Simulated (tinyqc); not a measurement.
Rapid thermal processing of a wafer: radiative balance, ramp and cooling, pattern effects, pyrometer error and spike budget: one step, computed by the program tinyqc.

The wafer is opaque and uniform through its thickness unless said otherwise; temperatures in formulas are in kelvin (C + 273.15). sigma = 5.670374419e-12 W/(cm^2 K^4).

Question. Power to hold and to ramp. Effective emissivity between parallel grey plates: eps_eff = 1/(1/eps + 1/(1 - r) - 1). Loss per area q(T) = 2 eps_eff sigma (T^4 - T_w^4) + h (T - T_w). Absorbed power during a ramp = q(T) + C d x ramp rate; thermal time constant tau = C d/(dq/dT), dq/dT = 8 eps_eff sigma T^3 + h; natural cooling rate q/(C d); front-to-back difference under one-sided heating at the end of the ramp = (absorbed power) d/(2 k).

Inputs (values chosen for the exercise, modelled on a hot silicon wafer): wafer thickness d = 725 micrometre; heat capacity per volume C = 2.28 J/(cm^3 K); thermal conductivity k = 0.27 W/(cm K); emissivity eps of each face = 0.62; reflectivity of the chamber walls r = 0.56; gas heat-transfer coefficient h, both faces together = 3 mW/(cm^2 K); wall temperature T_w = 500 K; process temperature = 620 C; ramp rate = 88 K/s.

Give: eps_eff; holding power q; power at the end of the ramp; dq/dT; time constant tau; natural cooling rate; front-to-back difference.

Answer.

eps_eff = 0.34654

holding power q = 3.4347 W/cm^2

power at the end of the ramp = 17.981 W/cm^2

dq/dT = 14.200 mW/(cm^2 K)

time constant tau = 11.641 s

natural cooling rate = 20.779 K/s

front-to-back difference = 2.4141 K

Radiation carries 66 % of the loss. The ramp needs 5.2 times the holding power.
